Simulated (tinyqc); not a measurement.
Scattering rates of a carrier in a spherical band by Fermi's golden rule: one step, computed by the program tinyqc.

All processes here are isotropic or elastic, and the rate listed is the momentum relaxation rate.

Task: The band at energy E. Parabolic band: E = hbar^2 k^2/(2 m), speed v = hbar k/m, states per spin, volume and energy g(E) = m k/(2 pi^2 hbar^2). Masses are multiplied by m_0 and all formulas are in SI units.

Inputs (values chosen for the exercise, modelled on holes in germanium): density-of-states mass of one valley m = 0.298 m_0; carrier energy E = 39 meV.

Crystal: non-polar. Band: parabolic. Impurity formula: Brooks-Herring. Further scattering: alloy.

Constants: m_0 = 9.1093837015e-31 kg; e = 1.602176634e-19 C; hbar = 1.054571817e-34 J s.

Give: wave number k; speed v; g(E).

Result:

wave number k = 0.5523 1/nm

speed v = 2.146e+05 m/s

g(E) = 1.094e+20 1/(eV cm^3)
